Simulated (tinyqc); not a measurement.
Coherent transport through a tight-binding region between two chains, step by step. One step of it, computed by the program tinyqc.

Problem. Transmission at E = 0.47 eV. Surface Green function g = (E - i sqrt(4 t^2 - E^2)) / (2 t^2); self-energy tc^2 g on each contact site; G = (E - H - Sigma)^(-1); Gamma = -2 Im Sigma; T = Gamma_L Gamma_R |G_LR|^2; local density of states -Im G_ii / pi.

H of the central region (eV):
$$\begin{pmatrix}
0.000000 & -1.770000 & 0.000000 & 0.000000 & 0.000000 & 0.000000 \\
-1.770000 & 0.000000 & -0.660000 & 0.000000 & 0.000000 & 0.000000 \\
0.000000 & -0.660000 & 0.000000 & -0.660000 & 0.000000 & 0.000000 \\
0.000000 & 0.000000 & -0.660000 & 0.000000 & -0.660000 & 0.000000 \\
0.000000 & 0.000000 & 0.000000 & -0.660000 & 0.000000 & -0.710000 \\
0.000000 & 0.000000 & 0.000000 & 0.000000 & -0.710000 & 0.000000
\end{pmatrix}$$

Leads: semi-infinite chains with site energy 0:
```
parameter                           value
lead hopping t (eV)              1.780000
coupling to the left lead (eV)   0.300000
coupling to the right lead (eV)  1.340000
left contact site                       1
right contact site                      6
```

E = 0.470000 eV

Give: g; G; local density of states; transmission.

Solution.

g = 0.074-0.557i 1/eV

G (1/eV):
$$\begin{pmatrix}
-0.045-0.148i & 0.573+0.040i & -0.286+0.369i & -0.369-0.303i & 0.549-0.153i & -0.020+0.383i \\
0.573+0.040i & -0.149-0.027i & 0.085-0.088i & 0.088+0.090i & -0.148+0.025i & 0.016-0.100i \\
-0.286+0.369i & 0.085-0.088i & 0.706-0.926i & 0.927+0.748i & -1.366+0.393i & 0.043-0.956i \\
-0.369-0.303i & 0.088+0.090i & 0.927+0.748i & -0.748-0.622i & 1.121-0.305i & -0.046+0.780i \\
0.549-0.153i & -0.148+0.025i & -1.366+0.393i & 1.121-0.305i & 0.568-0.176i & -0.009+0.400i \\
-0.020+0.383i & 0.016-0.100i & 0.043-0.956i & -0.046+0.780i & -0.009+0.400i & 0.049-0.990i
\end{pmatrix}$$

local density of states (1/eV): [0.047, 0.009, 0.295, 0.198, 0.056, 0.315]

transmission = 0.029
